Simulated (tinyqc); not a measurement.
Threshold of a short bulk MOSFET: charge sharing, barrier lowering, narrow width: one step of the calculation.

n-channel device on a p-type body, depletion approximation, full ionisation. Uniform doping N = Na. Vbi from Boltzmann statistics is rough for the degenerate source. Cox = eps0 eox/tox.

Task. Long-channel threshold and scales. ni = sqrt(Nc Nv) exp(-Eg/(2 Vt)), Eg in volts; 2 pB = 2 Vt ln(N/ni); flat band Vfb - Vt ln(N/Na); Wd = sqrt(2 eps0 eps_r (2 pB - Vbs)/(q N)); body term q N Wd/Cox; long-channel VT0 = flat band + 2 pB + body term; Vbi = Vt ln(N Nsd/ni^2); scale length l = sqrt((eps_r/eox) tox Wd).

Inputs (values chosen for the exercise); band and dielectric values close to those of silicon:
- T = 300 K (temperature)
- Eg = 1.12 eV (band gap)
- eps_r = 11.7 (relative permittivity)
- Nc = 2.8e19 cm^-3 (conduction-band density of states at T)
- Nv = 2.64e19 cm^-3 (valence-band density of states at T)
- eox = 9.13 (relative permittivity of the gate insulator (close to aluminium oxide))
- tox = 18 nm (insulator thickness)
- Na = 8.1e16 cm^-3 (channel doping)
- Nsd = 1e20 cm^-3 (source and drain doping)
- Vfb = -1 V (flat-band voltage for the doping Na)
- Vbs = 0 V (body-source voltage)

Constants: q = 1.602176634e-19 C, kB = 1.380649e-23 J/K, Vt = kB T/q, eps0 = 8.8541878128e-14 F/cm where lengths are in cm. Results are converted to the units shown.

Give: N; 2 pB; flat band; Wd; body term; VT0; Vbi; l.

Result.

N = 8.100e16 cm^-3
2 pB = 0.8193 V
flat band = -1.000 V
Wd = 114.4 nm
body term = 0.3305 V
VT0 = 0.1498 V
Vbi = 1.003 V
l = 51.36 nm

Computed by the program tinyqc: `OMP_NUM_THREADS=1 python tinyqc.py 2002138 2002139 out.jsonl`, one thread of a shared Intel Xeon 2.30GHz, about 0.01 s for the whole run.
